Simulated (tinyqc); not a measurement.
Bandgap voltage reference from two bipolar transistors: one step of the calculation.

Two transistors of area 1 and N carry the same current I. Is(T) = Is (T/T0)^eta exp[(Vg0 q/kB)(1/T0 - 1/T)], VBE1 = Vt ln(I/Is(T)) + I rb, VBE2 = Vt ln(I/(N Is(T))) + I rb/N. The amplifier forces I R1(T) = VBE1 - VBE2 + Vos, with R(T) = R (1 + tc (T - T0)) for both resistors, and the output is Vref = VBE1 + I R2(T). Base currents and the Early effect are neglected.

Problem. Operating point at the reference temperature. Vt = kB T/q; I = (Vt ln N + Vos)/(R1(T) - rb (1 - 1/N)). Evaluate at T = T0.

Inputs (values chosen for the exercise); values of the order met in silicon bipolar transistors:
- T0 = 300 K (reference temperature)
- Vg0 = 1.181 V (band-gap voltage extrapolated to 0 K)
- eta = 3 (temperature exponent of the saturation current)
- Is = 2.1e-16 A (saturation current of the unit transistor at T0)
- N = 8 (area ratio of the second transistor)
- R1 = 7.5 kohm (resistor across which the difference of VBE falls, at T0)
- tc = 0 ppm/K (temperature coefficient of both resistors)
- Vos = 0.6 mV (offset of the amplifier)
- rb = 140 ohm (series resistance of the unit transistor)
- R2 = 78.78 kohm (output resistor at T0)

Constants: q = 1.602176634e-19 C, kB = 1.380649e-23 J/K. Results are converted to the units shown.

Find: Vt; I; Is(T); VBE1; I R2; Vref.

Solution.

Vt = 0.025852 V
I = 7.3680 uA
Is(T) = 2.1000e-16 A
VBE1 = 0.62875 V
I R2 = 0.58045 V
Vref = 1.2092 V

tinyqc, about 0.03 s, one thread, Intel Xeon 2.30GHz (shared host): `OMP_NUM_THREADS=1 python tinyqc.py 2062192 2062193 out.jsonl`
